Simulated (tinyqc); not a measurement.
What each value does: bond-orbital model of a tetrahedral semiconductor (Harrison's universal couplings).

Hybrid level eh = (es + 3 ep)/4; metallic energy V1 = (ep - es)/4 for each atom; covalent energy V2 = 3.22 hbar^2/(m d^2); polar energy V3 = (ehc - eha)/2; hbar^2/m = 2c, c = hbar^2/2m0. Polarity ap = V3/sqrt(V2^2 + V3^2), covalency ac = V2/sqrt(V2^2 + V3^2). p-p coupling at Gamma Exx = (4/3)(2.22 - 2 x 0.63) hbar^2/(m d^2) = 1.28 hbar^2/(m d^2), s-s coupling Ess = 4 x 1.32 hbar^2/(m d^2).

Constants: hbar^2/2m0 = 3.80998211 eV angstrom^2.

Values chosen for the exercise (near tabulated values for diamond; the model gives trends, and its gaps can be far from the real ones; shifted at random, so the results belong to these values and not to a real crystal):
```
symbol  value   unit      meaning
esc     -19.67  eV        s level, cation
epc     -10.93  eV        p level, cation
esa     -19.67  eV        s level, anion
epa     -10.93  eV        p level, anion
d       1.54    angstrom  bond length
```

The bond-antibond splitting is 2 sqrt(V2^2 + V3^2). E0 is the upper root of [[esa, 5.28 u], [5.28 u, esc]] less the lower root of [[epa, 1.28 u], [1.28 u, epc]], u = hbar^2/(m d^2).

Results for these values:
```
case      ap  bond-antibond splitting (eV)  Ev (eV)  E0 (eV)
base  0.0000                        20.692  -15.043   12.337
```

What happens to each result for esc = -19.17 eV, all else kept?

Answer: ap rises from 0.0000 to 0.0060; bond-antibond splitting does not change at the printed digits; Ev does not change at the printed digits; E0 rises from 12.337 to 12.589.

The same for each parameter in turn:
```
case                    ap  bond-antibond splitting (eV)  Ev (eV)  E0 (eV)
base                0.0000                        20.692  -15.043   12.337
esc = -19.17 eV     0.0060                        20.692  -15.043   12.589
epc = -10.43 eV     0.0181                        20.695  -14.800   12.095
esa = -19.17 eV    -0.0060                        20.692  -15.043   12.589
epa = -10.43 eV    -0.0181                        20.695  -14.800   12.095
d = 1.59 angstrom   0.0000                        19.411  -14.788   11.033
```

Program tinyqc; command `OMP_NUM_THREADS=1 python tinyqc.py 1481666 1481667 out.jsonl`; about 0.01 s on one thread of a shared Intel(R) Xeon(R) Processor @ 2.30GHz.
